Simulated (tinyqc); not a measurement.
From wire to sheet: nanosheet or nanowire with hard walls, valleys of the Ge type.

Four ellipsoidal valleys along <111>: inverse mass tensor w = 1/mt + (1/ml - 1/mt) a a^T with a the unit axis. Device axes: x along the channel, z = [001], y = z x x. The Gamma and Delta valleys are left out; the heavy Delta valleys, about 0.18 eV up, lie lowest once the L levels pass about 0.2 eV.

Hard walls around a W x H rectangle. The block w_c of w in (y, z) confines; the transport mass follows from 1/m_x = w_xx - w_xc w_c^-1 w_cx. The cross-section problem c (w_yy ky^2 + 2 w_yz ky kz + w_zz kz^2), c = hbar^2/2m0, is solved in products sin(n pi y/W) sin(l pi z/H), n, l = 1 to 12; if w_yz = 0 the levels are c pi^2 (w_yy n^2/W^2 + w_zz l^2/H^2). The w_yz term couples (n, l) to (n', l') by -2 c w_yz D_nn'(W) D_ll'(H) with D_nm(L) = 4 n m/(L (n^2 - m^2)) for n + m odd and 0 otherwise.

Without degeneracy the line density is N1 exp((EF - Ec)/kB T) with N1 = sum 2 g sqrt(m_x kB T/(4 pi c)) exp(-E/kB T), here over n, l up to 80 where w_yz = 0 and over all levels of a 12 x 12 sine basis otherwise; the classical value is W H Nc with Nc = 2 g_all (m_dos kB T/(4 pi c))^(3/2), m_dos = (ml mt^2)^(1/3); dVt = kB T ln(W H Nc/N1).

Constants: hbar^2/2m0 = 3.80998211 eV angstrom^2; kB = 8.617333262e-05 eV/K.

Parameters, chosen for this exercise (near those of Ge; the results hold for these values, not for the real material): ml = 1.62 m0 (longitudinal mass); mt = 0.083 m0 (transverse mass); T = 300 K (temperature); g_all = 4 (number of valleys); channel = 110 (transport direction x on a (001) wafer); H = 38 angstrom (height, along z = [001]); Ws = (25, 35, 45, 60, 80, 100, 130) angstrom (widths).

Valleys:
```
group  valleys g      w_yy     w_zz   |w_yz|  m_x (m0)
A              2   4.42759  8.23789  5.38858   0.08300
B              2  12.04819  8.23789  0.00000   1.10767
```

Lowest level of each group (groups ordered by w_zz, then w_yy) and dVt against the width.

Results:
```
W (angstrom)  A1 (eV)  B1 (eV)  dVt (mV)
25             0.3719   0.9394     346.6
35             0.2751   0.5844     258.4
45             0.2451   0.4382     234.0
60             0.2292   0.3404     220.7
80             0.2219   0.2853     210.6
100            0.2190   0.2598     203.7
130            0.2170   0.2413     197.9
```

dVt falls from 347 to 198 mV. Group A is lowest at every width, by 567 meV in the narrowest and 24 meV in the widest. At the widest W the lowest level is 0.2170 eV; the film limit c pi^2 w_zz/H^2 of that group is 0.2145 eV.

Computed by tinyqc, a small Python program: `OMP_NUM_THREADS=1 python tinyqc.py 1282325 1282326 out.jsonl` (the numbers bound the seed that draws the inputs); one thread of a shared host (Intel(R) Xeon(R) Processor @ 2.30GHz), about 0.1 s for the whole set of steps.
